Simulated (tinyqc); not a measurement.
Size effects in the resistivity of thin metal films and interconnect lines: one step, computed by the program tinyqc. Command: `OMP_NUM_THREADS=1 python tinyqc.py 3021956 3021957 out.jsonl size walk`. One thread of a shared host (Intel(R) Xeon(R) Processor @ 2.30GHz), about 0.01 s of CPU time with the checks.

Electrons lose their drift at surfaces (a share 1 - p of the hits) and at grain boundaries (reflection R), besides bulk scattering. The line sits in a trench with a non-conducting liner on both walls and the bottom; the spacing equals the drawn width.

Problem. Resistance and delay. Total: rho = rho_b [1 + surface excess + grain excess]; resistance per length rho/(w_m h_m); capacitance per length C = 2 k eps_0 (aspect ratio + 1/2), a parallel-plate estimate for two neighbours plus a fixed term for the planes above and below; delay 0.38 R C L^2; effective resistivity per drawn area.

Inputs (values chosen for the exercise, modelled on copper):
```
quantity                          value         unit
bulk resistivity rho_b             1.64  microohm cm
aspect ratio (height over width)    1.8            -
line length                          21   micrometre
permittivity of the dielectric k    3.8            -
```

Geometry: line.

rho/rho_b from surfaces = 1.539055

rho/rho_b from grains = 5.438527

metal width w_m = 12.6 nm

metal height h_m = 28.4 nm

share of the trench filled by metal = 68.78893 %

Constants: eps_0 = 8.8541878128e-12 F/m.

Give: resistivity rho; resistance per length; capacitance per length; RC delay; effective resistivity per drawn area.

Solution.

resistivity rho = 9.8032 microohm cm

resistance per length = 273.96 ohm/micrometre

capacitance per length = 0.15477 fF/micrometre

RC delay = 7.1055 ps

effective resistivity per drawn area = 14.251 microohm cm

Of the factor 8.69 over bulk, scattering gives 5.98 and the liner 1.45; within scattering, grain boundaries outweigh surfaces (4.44 against 0.54, grains first).
